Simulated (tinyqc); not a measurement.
# Thermionic-field emission through a Schottky barrier, WKB: what changes with what

Metal on an n-type semiconductor with one parabolic valley; V > 0 is forward bias (metal positive). Energies E are counted from the conduction edge of the neutral semiconductor, whose Fermi level lies at -xi; that of the metal lies at -xi - V. The barrier is a parabola of height Vd = phi - xi - V (depletion approximation, no image force).

Parameters, values chosen for the exercise; band and dielectric values those of a made-up semiconductor:
```
symbol,value,unit,meaning
T,250,K,temperature
me,0.0801,m0,electron mass
eps_r,16,,relative permittivity
phi,0.6,eV,barrier height seen from the metal
Nd,1e18,cm^-3,donor density
```

Constants: q = 1.602176634e-19 C, kB = 1.380649e-23 J/K, eps0 = 8.8541878128e-12 F/m, hbar = 1.054571817e-34 J s, h = 6.62607015e-34 J s, m0 = 9.1093837015e-31 kg, Vt = kB T/q. Results are converted to the units shown.

Each table varies one quantity; the others keep the values above.

## Contact resistivity against doping

Nc = 2 (2 pi me m0 kB T/h^2)^1.5 (times 1e-6 for cm^-3); Nd = Nc F12(-xi/Vt), F12(x) = (2/sqrt(pi)) int_0^infinity sqrt(u)/(1 + exp(u - x)) du; E00 = (hbar/2) sqrt(Nd/(me m0 eps0 eps_r)) in SI units (volts). For E < Vd, ln T(E) = -(Vd/E00) [sqrt(1 - y) - y ln((1 + sqrt(1 - y))/sqrt(y))], y = E/Vd; T(E) = 1 above. J = A* T (q/kB) int_0^infinity T(E) N(E) dE, N = ln[(1 + exp((-xi - E)/Vt))/(1 + exp((-xi - V - E)/Vt))], A* = 4 pi q me m0 kB^2/h^3 (times 1e-4 for A/(cm^2 K^2)). The integral is converged to the digits shown; the share over the barrier is that of E > Vd, and 0 means below 1e-6 %. The contact resistivity is rho_c = 1/(dJ/dV) at V = 0, where N becomes V f/Vt with f = 1/(1 + exp((E + xi)/Vt)). The last column is the thermionic value Vt exp(phi/Vt)/(A* T^2). By a common rule of thumb, E00/Vt below 0.5 marks thermionic emission, 0.5 to 5 thermionic-field emission and above 5 field emission.

Contact resistivity against doping:
```
Nd (cm^-3)  E00/Vt  rho_c (ohm cm^2)  thermionic rho_c (ohm cm^2)
8.6e16      0.2232              7367                      4.461e4
2e17        0.3404              2866                      4.461e4
4.8e17      0.5274             513.0                      4.461e4
1.1e18      0.7984             28.35                      4.461e4
2.6e18       1.228            0.2194                      4.461e4
6.2e18       1.896          7.044e-4                      4.461e4
1.5e19       2.948          6.368e-6                      4.461e4
3.4e19       4.439          2.938e-7                      4.461e4
8e19         6.809          3.238e-8                      4.461e4
```

What does the table show?

rho_c falls from 7370 to 3.24e-8 ohm cm^2: 0.17 of the thermionic value in the first row (thermionic emission) and 7.3e-13 of it in the last (field emission). Between the last two rows ln rho_c changes by 0.606 eV for each unit of 1/E00, to be set beside phi = 0.6 eV of the rule rho_c ~ exp(phi/E00). Even in the first row most of the current tunnels through the thin top of the barrier.

## Contact resistivity against barrier height

Same model as above.

Contact resistivity against barrier height:
```
phi (eV)  rho_c (ohm cm^2)  thermionic Vt exp(phi/Vt)/(A* T^2) (ohm cm^2)
0.15              2.047e-6                                       3.783e-5
0.29              3.330e-4                                        0.02513
0.42               0.04471                                          10.49
0.56                 9.300                                           6968
0.69                  1360                                        2.909e6
0.83               2.977e5                                        1.932e9
0.96               4.489e7                                       8.068e11
1.1               1.006e10                                       5.358e14
```

What does the table show?

rho_c rises from 2.05e-6 to 1.01e10 ohm cm^2; between the last two rows it grows by a factor e every 25.9 meV, against E00 coth(E00/Vt) = 25.6 meV and Vt = 21.5 meV for pure emission.

Range of the model: The depletion approximation, a parabolic band and the neglect of image-force lowering make these currents estimates at high doping.

Computed by the program tinyqc: `OMP_NUM_THREADS=1 python tinyqc.py 2640053 2640054 out.jsonl`, one thread of a shared Intel Xeon 2.30GHz, about 0.02 s for the whole run.
